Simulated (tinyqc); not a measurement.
# Electron mobility in a silicon inversion layer, empirical terms and Matthiessen rule: what changes with what

Inversion layer of sheet density Ns on a uniformly doped body, under a high-permittivity gate with an interlayer. The mobility terms are empirical power laws with prefactors chosen for the exercise; adding their inverses (Matthiessen) is itself an approximation.

Values chosen for this exercise; material values close to those of silicon:
- T = 400 K (temperature)
- Eg = 1.11 eV (band gap)
- eps_r = 11.6 (relative permittivity of the semiconductor)
- Nc = 4.26e19 cm^-3 (conduction-band density of states at T)
- Nv = 4e19 cm^-3 (valence-band density of states at T)
- Nb = 2e17 cm^-3 (body doping)
- Vsb = 0 V (reverse body bias)
- eta = 0.5 (weight of the inversion charge in the effective field)
- Ap = 397 cm^2/(V s) (phonon-limited mobility at 1 MV/cm and 300 K)
- As = 900 cm^2/(V s) (roughness-limited mobility at 1 MV/cm)
- gs = 2 (exponent of the roughness term)
- Ac = 1600 cm^2/(V s) (Coulomb prefactor)
- Nit = 2.9e11 cm^-2 (charge at the interface)
- Ar = 210 cm^2/(V s) (remote-phonon mobility without interlayer)
- ti = 0.6 nm (interlayer thickness)
- lr = 0.9 nm (decay length of remote phonons)
- Ns = 1.7e12 cm^-2 (inversion density)

Constants: q = 1.602176634e-19 C, kB = 1.380649e-23 J/K, Vt = kB T/q, eps0 = 8.8541878128e-14 F/cm where lengths are in cm. Results are converted to the units shown.

Each table varies one quantity; the others keep the values above.

## Effect of the reverse body bias

ni = sqrt(Nc Nv) exp(-Eg/(2 Vt)), Eg in volts; Ndep = sqrt(2 eps0 eps_r Nb (2 Vt ln(Nb/ni) + Vsb)/q); E = q (Ndep + eta Ns)/(eps0 eps_r), in MV/cm. With t = T/(300 K): muC = Ac (Ns/1e12 cm^-2) t/(Nb/1e17 cm^-3 + Nit/1e11 cm^-2), muP = Ap E^(-1/3) t^(-1.75), muS = As E^(-gs), muR = Ar exp(2 ti/lr)/t; 1/mu is the sum of the inverses.

The same in every row: muC (cm^2/(V s)) = 740.1; muR (cm^2/(V s)) = 597.5.

Effect of the reverse body bias:
```
Vsb (V)  E (MV/cm)  muP (cm^2/(V s))  muS (cm^2/(V s))  mu (cm^2/(V s))
0           0.3478             341.2              7438            164.2
0.4         0.3996             325.8              5636            159.4
0.8         0.4428             314.8              4589            155.8
1.2         0.4807             306.3              3894            152.8
1.6         0.5149             299.4              3394            150.2
2           0.5463             293.5              3016            147.9
2.4         0.5754             288.5              2718            145.8
```

What does the table show?

As Vsb goes from 0 to 2.4 V, E rises from 0.348 to 0.575 MV/cm and mu falls from 164 to 146 cm^2/(V s). The phonon term is the smallest in the first and the last row.

## Effect of the interlayer thickness

Same model as above.

The same in every row: E (MV/cm) = 0.3478; muC (cm^2/(V s)) = 740.1; muP (cm^2/(V s)) = 341.2; muS (cm^2/(V s)) = 7438.

Effect of the interlayer thickness:
```
ti (nm)  muR (cm^2/(V s))  mu (cm^2/(V s))
0.2                 245.6            117.8
0.4                 383.1            142.3
0.6                 597.5            164.2
0.8                 931.9            182.2
1                    1453            195.9
1.2                  2267            205.9
1.4                  3535            212.8
1.6                  5514            217.5
1.8                  8599            220.6
```

Read the table: what changes, and by how much?

As ti goes from 0.2 to 1.8 nm, E stays at 0.348 MV/cm and mu rises from 118 to 221 cm^2/(V s). The smallest term is the remote phonon one in the first row and the phonon one in the last.

## Effect of the charge at the interface

Same model as above.

The same in every row: E (MV/cm) = 0.3478; muP (cm^2/(V s)) = 341.2; muS (cm^2/(V s)) = 7438; muR (cm^2/(V s)) = 597.5.

Results:
```
Nit (cm^-2)  muC (cm^2/(V s))  mu (cm^2/(V s))
1e10                     1727            188.0
1e11                     1209            179.7
3.2e11                  697.4            162.0
1e12                    302.2            124.3
3.2e12                  106.7            70.85
1e13                    35.56            30.43
```

Estimate the missing row, Nit = 3.2e10 cm^-2.

Computed row:
```
Nit (cm^-2)  muC (cm^2/(V s))  mu (cm^2/(V s))
3.2e10                   1563            185.9
```

With this row back in the table: As Nit goes from 1e10 to 1e13 cm^-2, E stays at 0.348 MV/cm and mu falls from 188 to 30.4 cm^2/(V s). The smallest term is the phonon one in the first row and the Coulomb one in the last.

Numbers from tinyqc (`OMP_NUM_THREADS=1 python tinyqc.py 2510122 2510123 out.jsonl`; about 0.01 s on one thread of a shared Intel Xeon 2.30GHz).
